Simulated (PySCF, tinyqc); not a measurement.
Worked calculation: RKS/PBE0 in the 3-21g basis, for H3-, spin multiplicity 1. The basis has no diffuse functions, so it cannot describe the extra electron: this is an exercise in the method, not the real anion. The lowest restricted solution is unstable here: a spin-polarised one lies 0.0006 hartree lower (PySCF). One step of it, computed by the program tinyqc.

Problem. Iteration 2: DIIS coefficients. Solve [B -1; -1 0][c; lambda] = [0; -1] for the coefficients, which sum to one.

B (overlaps of the stored error matrices):
$$\begin{pmatrix}
6.4379863e-01 & 3.9789063e-01 \\
3.9789063e-01 & 2.6139547e-01
\end{pmatrix}$$

Give: DIIS coefficients.

Solution.

DIIS coefficients: [-1.248, 2.248]
